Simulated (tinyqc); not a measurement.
# Schottky barrier on an n-type semiconductor, non-linear Poisson equation by Newton steps, step by step

Numbers from tinyqc (`OMP_NUM_THREADS=1 python tinyqc.py 2020135 2020136 out.jsonl`; about 0.07 s on one thread of a shared Intel Xeon 2.30GHz). Printed values are rounded.

One dimension, metal at x = 0, donor density C(x) = Nd, uniform. Energies are counted from the electron Fermi level of the semiconductor and the conduction-band edge is Ec = -psi, so n = Nc exp(psi/Vt); holes follow the Fermi level of the metal, at -V, so p = Nv exp((V - psi - Eg)/Vt). Ends: psi(0) = V - phiB and psi = Vt ln(Nd/Nc) deep inside. Boltzmann statistics, full ionisation, no current, no image force in the Poisson equation.

Values chosen for this exercise; band and dielectric values close to those of cadmium telluride: temperature T = 300 K; band gap Eg = 1.52 eV; relative permittivity eps_r = 10.2; conduction-band density of states at T Nc = 7.97e17 cm^-3; valence-band density of states at T Nv = 1.8e19 cm^-3; donor density deep in the semiconductor Nd = 4.8e16 cm^-3; barrier height phiB = 0.71 eV; bias of the metal against the semiconductor V = 0 V.

Constants: q = 1.602176634e-19 C, kB = 1.380649e-23 J/K, Vt = kB T/q, eps0 = 8.8541878128e-14 F/cm where lengths are in cm. Results are converted to the units shown.

## End potentials, built-in voltage, Debye length

psi_0 = V - phiB, psi_b = Vt ln(Nd/Nc), Vbi = phiB - Vt ln(Nc/Nd), LD = sqrt(eps0 eps_r Vt/(q Nd)), W = sqrt(2 eps0 eps_r (Vbi - V)/(q Nd)), hole density at the metal p_0 = Nv exp((phiB - Eg)/Vt).

psi_0 = -0.71 V
psi_b = -0.0726352 V
Vbi = 0.637365 V
LD = 17.4239 nm
W for uniform Nd = 122.351 nm
p_0 = 4.44500e5 cm^-3

The hole density at the metal is 9.3e-12 times Nd, so holes hardly matter.

## Doping on the mesh

| node | x (nm) |
|---|---|
| 0 | 0 |
| 1 | 16 |
| 2 | 35 |
| 3 | 57.7 |
| 4 | 84.6 |
| 5 | 117 |
| 6 | 155 |
| 7 | 200 |
| 8 | 254 |
| 9 | 318 |

C = Nd, uniform, taken at the nodes.

| node | donor density C (cm^-3) |
|---|---|
| 0 | 4.8e16 |
| 1 | 4.8e16 |
| 2 | 4.8e16 |
| 3 | 4.8e16 |
| 4 | 4.8e16 |
| 5 | 4.8e16 |
| 6 | 4.8e16 |
| 7 | 4.8e16 |
| 8 | 4.8e16 |
| 9 | 4.8e16 |

## Couplings between neighbouring nodes

a_i = eps0 eps_r/h_i for the interval from node i to i + 1, with h_i = x_(i+1) - x_i in cm.

| interval | coupling a_i (F/cm^2) |
|---|---|
| 0 | 5.64454e-7 |
| 1 | 4.75330e-7 |
| 2 | 3.97853e-7 |
| 3 | 3.35735e-7 |
| 4 | 2.78743e-7 |
| 5 | 2.37665e-7 |
| 6 | 2.00695e-7 |
| 7 | 1.67246e-7 |
| 8 | 1.41114e-7 |

## Starting potential

A straight line in x from psi_0 = V - phiB to psi_b = Vt ln(Nd/Nc).

| node | psi at the start (V) |
|---|---|
| 0 | -0.710000 |
| 1 | -0.677931 |
| 2 | -0.639850 |
| 3 | -0.594352 |
| 4 | -0.540437 |
| 5 | -0.475498 |
| 6 | -0.399335 |
| 7 | -0.309142 |
| 8 | -0.200910 |
| 9 | -0.072635 |

## Iteration 1: densities, residual and Jacobian diagonal

n_i = Nc exp(psi_i/Vt), p_i = Nv exp((V - psi_i - Eg)/Vt), rho_i = p_i - n_i + C_i, g_i = (n_i + p_i)/Vt. Box widths w_i = (h_(i-1) + h_i)/2 in cm. Residual F_i = a_i (psi_(i+1) - psi_i) - a_(i-1) (psi_i - psi_(i-1)) + q rho_i w_i; Jacobian: a_(i-1) and a_i beside the diagonal, b_i = -a_(i-1) - a_i - q g_i w_i on it. The two end nodes are fixed.

| node | n (cm^-3) | p (cm^-3) |
|---|---|---|
| 0 | 9.41853e5 | 4.44500e5 |
| 1 | 3.25622e6 | 1.28571e5 |
| 2 | 1.42055e7 | 29471.3 |
| 3 | 8.25616e7 | 5070.80 |
| 4 | 6.64535e8 | 629.994 |
| 5 | 8.19306e9 | 51.0985 |
| 6 | 1.55930e11 | 2.68488 |
| 7 | 5.10632e12 | 0.0819874 |
| 8 | 3.35986e14 | 0.00124604 |
| 9 | 4.8e16 | 8.72195e-6 |

| node | residual F (C/cm^2) | diagonal b (F/cm^2) |
|---|---|---|
| 1 | 1.34583e-8 | -1.03978e-6 |
| 2 | 1.60346e-8 | -8.73183e-7 |
| 3 | 1.90723e-8 | -7.33588e-7 |
| 4 | 2.28022e-8 | -6.14478e-7 |
| 5 | 2.70704e-8 | -5.16408e-7 |
| 6 | 3.19153e-8 | -4.38364e-7 |
| 7 | 3.80637e-8 | -3.68097e-7 |
| 8 | 4.50560e-8 | -3.20645e-7 |

## Iteration 1: Newton step

Solve the tridiagonal system a_(i-1) d_(i-1) + b_i d_i + a_i d_(i+1) = -F_i for nodes 1 to 8, with d = 0 on fixed nodes. Each component d is damped to sign(d) Vt ln(1 + |d|/Vt) before it is added.

| node | Newton step d, before damping (V) |
|---|---|
| 1 | 0.20269 |
| 2 | 0.41506 |
| 3 | 0.62850 |
| 4 | 0.82461 |
| 5 | 0.97902 |
| 6 | 1.04621 |
| 7 | 0.96679 |
| 8 | 0.64478 |

| node | psi after iteration 1 (V) |
|---|---|
| 0 | -0.710000 |
| 1 | -0.621592 |
| 2 | -0.566521 |
| 3 | -0.510818 |
| 4 | -0.450126 |
| 5 | -0.380874 |
| 6 | -0.303037 |
| 7 | -0.214834 |
| 8 | -0.116740 |
| 9 | -0.072635 |

## Course of the Newton iteration

Stop when the largest undamped |d| is below 1e-9 V, or after 80 iterations.

Course of the iteration:

| iteration | largest \|F\| (C/cm^2) | largest \|d\| (V) | at node |
|---|---|---|---|
| 1 | 4.51e-8 | 1.05 | 6 |
| 2 | 3.66e-8 | 0.713 | 6 |
| 3 | 3.85e-8 | 0.459 | 5 |
| 4 | 3.18e-8 | 0.250 | 5 |
| 5 | 2.22e-8 | 0.119 | 4 |
| 6 | 1.31e-8 | 0.0499 | 4 |
| 7 | 7.55e-9 | 0.0152 | 4 |
| 8 | 1.84e-9 | 2.70e-3 | 4 |
| 9 | 8.13e-11 | 1.14e-4 | 4 |
| 10 | 1.56e-13 | 2.18e-7 | 4 |
| 11 | 5.69e-19 | 7.93e-13 | 4 |

Converged in 11 iterations. Once the step is below 0.1 Vt, 2 more iteration(s) reach the threshold: near the solution the error is roughly squared each time.

## Converged densities, field and barrier lowering

| node | converged psi (V) |
|---|---|
| 0 | -0.710000 |
| 1 | -0.556947 |
| 2 | -0.403509 |
| 3 | -0.260494 |
| 4 | -0.147787 |
| 5 | -0.089369 |
| 6 | -0.075132 |
| 7 | -0.072911 |
| 8 | -0.072657 |
| 9 | -0.072635 |

n and p as above; E_i = -(psi_(i+1) - psi_i)/h_i; at the metal |E_0| = |E on interval 0| + q rho_0 (h_0/2)/(eps0 eps_r), rho_0 = p_0 - n_0 + C_0; image-force lowering dphi = sqrt(q |E_0|/(4 pi eps0 eps_r)).

| node | n (cm^-3) | p (cm^-3) |
|---|---|---|
| 0 | 9.41853e5 | 4.44500e5 |
| 1 | 3.50888e8 | 1193.13 |
| 2 | 1.32679e11 | 3.15538 |
| 3 | 3.35231e13 | 0.0124885 |
| 4 | 2.62270e15 | 1.59627e-4 |
| 5 | 2.51264e16 | 1.66619e-5 |
| 6 | 4.35815e16 | 9.60623e-6 |
| 7 | 4.74913e16 | 8.81537e-6 |
| 8 | 4.79586e16 | 8.72948e-6 |
| 9 | 4.8e16 | 8.72195e-6 |

| interval | field E (kV/cm) |
|---|---|
| 0 | -95.6584 |
| 1 | -80.7565 |
| 2 | -63.0021 |
| 3 | -41.8987 |
| 4 | -18.0303 |
| 5 | -3.7466 |
| 6 | -0.4936 |
| 7 | -0.0469 |
| 8 | -0.0035 |

|E_0| at the metal = 102.471 kV/cm
image-force lowering = 38.0343 mV

A mesh of about 1000 nodes or more gives |E_0| = 102.1 kV/cm; the 10-node value is 0.41 % above it.

## Check against the first integral

First integral for uniform doping: E_0^2 = (2 q/(eps0 eps_r)) [Nd (U - Vt + Vt exp(-U/Vt)) + Vt p_0], U = Vbi - V, Vbi = phiB - Vt ln(Nc/Nd), p_0 = Nv exp((phiB - Eg)/Vt) (deep holes neglected). Image-force lowering dphi = sqrt(q E_0/(4 pi eps0 eps_r)), at x_m = sqrt(q/(16 pi eps0 eps_r E_0)). Depletion approximation: E = sqrt(2 q Nd U/(eps0 eps_r)).

E_0 = 102.051 kV/cm
dphi = 37.9564 mV
x_m = 1.85967 nm
field in the depletion approximation = 104.186 kV/cm

The depletion approximation is 2.1 % above the exact field. The lowering is 1.5 Vt, a factor of 4.34 in a thermionic current.
